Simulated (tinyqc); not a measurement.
Velocity overshoot from momentum and energy balance equations after a field step: one step, computed by the program tinyqc.

At t = 0 the field jumps from 0 to F in a uniform sample. v is the drift velocity and u = w - (3/2) k_B T the excess energy per carrier.

Problem. First four steps. dv/dt = e F/m - v/tau_m(u), du/dt = e F v - u/tau_E, tau_m(u) = tau_0/(1 + c u), tau_0 = m mu_0/e, c = mu_0/(e tau_E v_s^2); this choice gives the steady state v (1 + mu_0 F v/v_s^2) = mu_0 F, which saturates at v_s. Step: v_new = v + dt (e F/m - v/tau_m(u)), u_new = u + dt (e F v - u/tau_E). Start v = u = 0; the distance adds dt (v + v_new)/2.

Inputs (values chosen for the exercise, modelled on electrons in GaN except for tau_E):

| quantity | value | unit |
|---|---|---|
| energy relaxation time tau_E | 0.59 | ps |
| field after the step F | 25 | kV/cm |
| lattice temperature T | 300 | K |
| time step dt | 10 | fs |

Scheme: explicit Euler.

c = 5.634067 1/eV

tau_0 = 136.4551 fs

acceleration e F/m = 0.02198525 1e7 cm/s per fs

Give: Steps.

Solution.

Steps:

| step | t (fs) | v (1e7 cm/s) | u (eV) | tau_m (fs) |
|---|---|---|---|---|
| 1 | 10 | 0.2199 | 0.000000 | 136.5 |
| 2 | 20 | 0.4236 | 0.000550 | 136.0 |
| 3 | 30 | 0.6123 | 0.001599 | 135.2 |
| 4 | 40 | 0.7869 | 0.003103 | 134.1 |

After the first step u is still 0, below the drift energy m v^2/2, because the explicit scheme uses the old v: an error of the finite time step.
